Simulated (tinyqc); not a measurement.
Trap density from one capacitance.

Inverse problem. Traps spread evenly through the insulator exchange electrons with the semiconductor by tunnelling, with tau(x) = t0 exp(2 ka x) at depth x from the interface. The admittance per area Y seen at depth x obeys dY/dx = -Y^2/(i w eps0 eox) + q Nb ln(1 + i w tau)/tau, with Y(0) = i w Cs and w = 2 pi f; the gate sees Y(tox) = G + i w C. Working variable y = Y/(i w), in uF/cm^2. Cox = eps0 eox/tox. Find Nb and G/w.

Parameters, values chosen for the exercise:
- eox = 8.74 (relative permittivity of the insulator)
- tox = 8.4 nm (insulator thickness)
- Cs = 1.5 uF/cm^2 (semiconductor capacitance in accumulation)
- ka = 3.3 1/nm (decay constant of the wave function in the insulator)
- t0 = 4e-11 s (time constant of a trap at the interface)
- f = 1e6 Hz (frequency)

Constants: q = 1.602176634e-19 C, eps0 = 8.8541878128e-14 F/cm where lengths are in cm. Results are converted to the units shown.

C = 0.69732817 uF/cm^2

Answer. C rises steadily with Nb, so one density matches; in practice ka and t0 must come from the frequency dependence.

Nb = 4.00e19 cm^-3 eV^-1
G/w = 0.0211 uF/cm^2

Numbers from tinyqc (`OMP_NUM_THREADS=1 python tinyqc.py 2202021 2202022 out.jsonl`; about 0.5 s on one thread of a shared Intel Xeon 2.30GHz).
